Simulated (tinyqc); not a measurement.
Convergence with cell size: Koster-Slater impurity in a tight-binding band, by Green functions and by supercells. Computed by tinyqc, a small Python program. Command: `OMP_NUM_THREADS=1 python tinyqc.py 3009227 3009228 out.jsonl kosterslater walk`. One thread of a shared host (Intel(R) Xeon(R) Processor @ 2.30GHz), about 0.02 s of CPU time with the checks.

One orbital per site, e(k) = -2 t sum cos(k_i) over 2 direction(s), band from -4 t to 4 t, lattice constant 1. One site has the extra energy U. Spin is left out.

Inputs (values chosen for the exercise, for a model band): hopping t = 1.7 eV; impurity potential U = -7.26 eV.

Lattice: square.

Method:
- Outside the band G0(E) = (2/(pi E)) K(m), m = 16 t^2/E^2, K the complete elliptic integral with parameter m.
- A bound state solves 1/U = G0(E).
- Bisection in ln(distance from the edge) between 1e-5 t and |U| + t. Weight on the impurity site: -1/(U^2 dG0/dE), by a central difference with step min(1e-4 t, distance/30). Decay length along an axis: 1/arccosh(1 + distance/(2 t)).
- In a periodic cell of N sites along each direction with Bloch vector K, the level solves 1/U = N^-d sum_k 1/(E - e(k)), k_i = (2 pi m_i + K_i)/N, m_i = 0..N-1; the outermost root on the side of U is taken (bisection). d is the number of directions. Gamma means K_i = 0, the zone corner K_i = pi, the quarter point K_i = pi/2.
- Even N; errors against the isolated level E_b, set to 0 below 1e-6 t.

level E_b = -8.91928 eV

decay length = 0.938599 sites

Error of the level (eV):
```
N   sites        Gamma      corner  quarter point
2       4  -1.2630e+00  1.6593e+00     1.1593e-01
4      16  -1.2115e-01  1.1593e-01     1.1557e-03
6      36  -1.1789e-02  1.1125e-02     1.3424e-05
8      64  -1.1901e-03  1.1557e-03              0
12    144  -1.3490e-05  1.3424e-05              0
16    256            0           0              0
```

What does the comparison show, and why?

The error at Gamma falls exponentially, between the last two resolved rows by exp(-1.120) per site against 1/(decay length) = 1.065; the rest is the power-law prefactor of the Green function. Gamma and the corner err in opposite directions. Among the sizes listed an error below 1 meV is first reached at N = 12 at Gamma; at the quarter point N = 6 is enough.

Extremes, crossings and ranges named in words are read from the listed rows.
